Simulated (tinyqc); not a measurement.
Where the wafer is too thin: surface photovoltage measurement of the minority-carrier diffusion length in a wafer. Computed by tinyqc, a small Python program. Command: `OMP_NUM_THREADS=1 python tinyqc.py 3130390 3130391 out.jsonl spv walk`. One thread of a shared host (Intel(R) Xeon(R) Processor @ 2.30GHz), about 0.01 s of CPU time with the checks.

Low injection, steady light, a depletion layer much thinner than 1/alpha and L. The excess density dn is taken at the front edge of the neutral region; light that reaches the back is lost.

Inputs (values chosen for the exercise, modelled on p-type silicon at room temperature):
```
quantity                            value        unit
wafer thickness W                     775  micrometre
diffusivity D                        27.9      cm^2/s
front recombination velocity S_f      100        cm/s
back recombination velocity S_b      9900        cm/s
photon flux entering              1.7e+11  1/(cm^2 s)
```

Method:
- alpha = (84.732/lambda - 76.417)^2 per cm with lambda in micrometre (an empirical fit for silicon between 0.7 and 1.05 micrometre).
- Thick wafer: dn = Phi L/((S_f + D/L)(L + 1/alpha)). Finite wafer, with s = S_b L/D, w = W/L, a = alpha L: dn = [Phi a/(a^2 - 1)] [a - B - exp(-alpha W)(a - s)/(cosh w + s sinh w)]/(S_f + B D/L), B = (sinh w + s cosh w)/(cosh w + s sinh w).
- Readings y = (Phi/dn) (1 + noise x g) at 780, 830, 880, 920, 950, 975 and 995 nm; a least-squares line y = c (1/alpha + L_app) gives L_app = intercept/slope.
- No noise; L is varied at fixed W, and the last two columns set S_b to 0 and to 1e7 cm/s.

Apparent length (micrometre):
```
L          W/L  given S_b     S_b = 0  S_b = 1e7
38.8    19.974      38.80  3.8800e+01      38.80
77.5    10.000      77.50  7.7500e+01      77.50
155.0    5.000     154.92  1.5510e+02     154.89
232.0    3.341     230.36  2.3397e+02     229.92
388.0    1.997     363.21  4.1745e+02     359.55
620.0    1.250     489.87  7.9448e+02     479.05
1010.0   0.767     583.46  1.7559e+03     564.62
1630.0   0.475     631.24  4.0637e+03     607.41
3100.0   0.250     656.10  1.1965e+04     629.44
```

What follows from these numbers?

With a fast back surface L_app levels off, at 629 micrometre in the last row; with a passive one it reaches up to 3.86 times L among these rows and is 12000 in the last. All three columns are within 5 % of L down to W/L = 3.3.

Extremes, crossings and ranges named in words are read from the listed rows.
